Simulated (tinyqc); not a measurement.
# Changing the delta-doping density N_d

Model: charge control and current of a heterostructure field-effect transistor. Computed by tinyqc, a small Python program. Command: `OMP_NUM_THREADS=1 python tinyqc.py 3005759 3005760 out.jsonl hemt sweep`. One thread of a shared host (Intel(R) Xeon(R) Processor @ 2.30GHz), about 0.01 s of CPU time with the checks.

Two subbands in a triangular well; E_F is counted from the conduction band edge of the channel at the interface.

Inputs (values chosen for the exercise, modelled on AlGaAs/GaAs):
```
quantity                                value        unit
channel mass m                          0.064         m_0
permittivity eps (barrier and channel)   12.6           -
barrier thickness d                        30          nm
Schottky barrier phi_B                   0.89          eV
conduction band offset dE_c               0.3          eV
gate voltage V_G                            0           V
mobility mu                              6500  cm^2/(V s)
saturation velocity v_s                   1.6    1e7 cm/s
gate length L                             730          nm
source resistance R_S                    0.32      ohm mm
temperature T                              77           K
mixing                                    0.3           -
iteration cap                             200           -
spacer between delta layer and channel    3.2          nm
```

Charge source: delta doping. Velocity law: smooth.

Constants: e = 1.602176634e-19 C; eps_0 = 8.8541878128e-12 F/m; k_B = 8.617333262e-05 eV/K; hbar = 1.054571817e-34 J s; m_0 = 9.1093837015e-31 kg; k_B = 1.380649e-23 J/K.

Method:
- Threshold V_T = phi_B - dE_c - e N_d (d - spacer)/(eps eps_0) (in volts); C_b = eps eps_0/d.
- Charge control: n_s = C_b (V_G - V_T - E_F/e)/e. Well: mean field F = e n_s/(2 eps eps_0), E_i = (hbar^2/2m)^(1/3) [(3 pi e F/2)(i + 3/4)]^(2/3), i = 0, 1; n_s = D k_B T sum_i ln(1 + exp((E_F - E_i)/k_B T)), D = m/(pi hbar^2), which is solved in closed form for E_F.
- Iteration from n_s = C_b (V_G - V_T)/(2e): E_F from n_s, n_out from the charge control, n_new = n_s + mixing (n_out - n_s), kept above n_s/10; stop when |n_out/n_s - 1| < 1e-9.
- C_g = e dn_s/dV_G = 1/(1/C_b + 1/C_q), 1/C_q = d(E_F/e)/d(e n_s) by a central difference of +/- 0.1 % in n_s; added distance dd = eps eps_0/C_q.
- With V = e n_s/C_g and V_c = v_s L/mu: for v = mu F/(1 + mu F/v_s), V_Dsat = V_c (sqrt(1 + 2V/V_c) - 1) and I/W = C_g v_s (V - V_Dsat); g_m = dI/dV; extrinsic g_m/(1 + g_m R_S); f_T = g_m/(2 pi C_g L).

One run for each value; columns: (1) delta-doping density N_d (1/cm^2); (2) sheet density n_s (1/cm^2); (3) threshold voltage V_T (V); (4) E_F (meV); (5) saturation current I/W (mA/mm):
```
(1)              (2)      (3)     (4)     (5)
2.50e+12  6.7659e+11  -0.3722   80.70   65.88
3.20e+12  1.1964e+12  -0.6416  126.18  145.28
4.00e+12  1.7997e+12  -0.9495  174.14  248.81
5.10e+12  2.6393e+12  -1.3729  235.79  404.07
6.40e+12  3.6438e+12  -1.8732  303.35  599.95
8.00e+12  4.8953e+12  -2.4890  379.97  854.00
```

Over the rows, sheet density n_s (1/cm^2) rises from 6.77e11 to 4.90e12 (exponent d ln y / d ln x 2.3 between the first rows and 1.3 between the last); threshold voltage V_T (V) falls from -0.372 to -2.49 (exponent d ln y / d ln x 2.2 between the first rows and 1.3 between the last); E_F (meV) rises from 80.7 to 380 (exponent d ln y / d ln x 1.8 between the first rows and 1.0 between the last).  Left out: 1.60e12, 2.00e12 (the gate voltage is too near the threshold).

Caution (rows 5.10e12, 6.40e12, 8.00e12): E_F lies above the conduction band minimum of the barrier, so electrons would spill into the barrier.

Extremes, crossings and ranges named in words are read from the listed rows.
